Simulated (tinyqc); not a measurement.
Worked calculation: G0W0 on RHF in the 6-311g basis, for H2, spin multiplicity 1. One step of it, computed by the program tinyqc.

Question. Screening: direct RPA. With D = e_a - e_i and K = (ia|jb): diagonalise D^(1/2) (D + 4K) D^(1/2) = Z w^2 Z^T; X + Y = D^(1/2) Z w^(-1/2), each column of Z with its largest component positive (the first on a tie); E_c = (sum w - tr (D + 2K)) / 2.

orbital energies (hartree): MO1 -0.503837, MO2 0.100806, MO3 0.338022, MO4 0.519591, MO5 2.515575, MO6 2.660207

Two-electron integrals over orbitals (pq|rs), unique and non-zero (hartree):
```
(11|11) 0.541219    (21|21) 0.085920    (22|11) 0.378956    (22|22) 0.327870
(31|11) -0.113914   (31|22) -0.046625   (31|31) 0.053065    (32|21) 0.005437
(32|32) 0.026546    (33|11) 0.350888    (33|22) 0.285541    (33|31) -0.040269
(33|33) 0.280473    (41|21) -0.077200   (41|32) 0.017015    (41|41) 0.088895
(42|11) -0.138568   (42|22) -0.068203   (42|31) 0.051751    (42|33) -0.054285
(42|42) 0.069324    (43|21) 0.060494    (43|32) 0.009397    (43|41) -0.051665
(43|43) 0.049716    (44|11) 0.432233    (44|22) 0.337607    (44|31) -0.077399
(44|33) 0.301306    (44|42) -0.097898   (44|44) 0.374075    (51|21) -0.028137
(51|32) 0.021686    (51|41) 0.048594    (51|43) -0.026900   (51|51) 0.066754
(52|11) -0.030475   (52|22) 0.000987    (52|31) 0.025831    (52|33) -0.008057
(52|42) 0.017518    (52|44) -0.023706   (52|52) 0.033788    (53|21) 0.035955
(53|32) -0.012256   (53|41) -0.045585   (53|43) 0.025069    (53|51) -0.038959
(53|53) 0.030842    (54|11) 0.116199    (54|22) 0.047427    (54|31) -0.054415
(54|33) 0.046192    (54|42) -0.055785   (54|44) 0.084259    (54|52) -0.043123
(54|54) 0.078865    (55|11) 0.565026    (55|22) 0.396721    (55|31) -0.133659
(55|33) 0.356232    (55|42) -0.160426   (55|44) 0.466769    (55|52) -0.067895
(55|54) 0.174150    (55|55) 0.686540    (61|11) -0.050169   (61|22) -0.022127
(61|31) 0.033571    (61|33) -0.016472   (61|42) 0.033388    (61|44) -0.049475
(61|52) 0.039903    (61|54) -0.061686   (61|55) -0.119085   (61|61) 0.065839
(62|21) -0.019982   (62|32) 0.011139    (62|41) 0.030688    (62|43) -0.019680
(62|51) 0.041093    (62|53) -0.023225   (62|62) 0.027550    (63|11) 0.079205
(63|22) 0.041902    (63|31) -0.032688   (63|33) 0.030799    (63|42) -0.038566
(63|44) 0.061618    (63|52) -0.021583   (63|54) 0.046545    (63|55) 0.117785
(63|61) -0.037549   (63|63) 0.031747    (64|21) 0.040619    (64|32) -0.021830
(64|41) -0.058338   (64|43) 0.030375    (64|51) -0.061216   (64|53) 0.041321
(64|62) -0.039322   (64|64) 0.064511    (65|21) 0.129119    (65|32) -0.020567
(65|41) -0.143364   (65|43) 0.095645    (65|51) -0.113338   (65|53) 0.090520
(65|62) -0.073572   (65|64) 0.124659    (65|65) 0.301146    (66|11) 0.578521
(66|22) 0.394727    (66|31) -0.137630   (66|33) 0.362098    (66|42) -0.165876
(66|44) 0.471140    (66|52) -0.072093   (66|54) 0.178994    (66|55) 0.692605
(66|61) -0.115499   (66|63) 0.117933    (66|66) 0.709856
```

Give: D^(1/2) (D + 4K) D^(1/2); excitation energies w; X + Y; RPA correlation energy.

Answer.

D^(1/2) (D + 4K) D^(1/2) (hartree^2), lower triangle:
```
        1>2    1>3    1>4    1>5     1>6
1>2   0.573
1>3   0.000  0.887
1>4  -0.243  0.000  1.411
1>5  -0.152  0.000  0.342  9.923
1>6   0.000  0.219  0.000  0.000  10.844
```

excitation energies w (hartree): 0.713  0.939  1.209  3.153  3.294

X + Y:
```
         1       2       3       4      5
1>2  0.890   0.000  -0.182  -0.008  0.000
1>3  0.000   0.946   0.000   0.000  0.011
1>4  0.308   0.000   0.888   0.023  0.000
1>5  0.013   0.000  -0.069   0.978  0.000
1>6  0.000  -0.040   0.000   0.000  0.980
```

RPA correlation energy = -0.03364 hartree
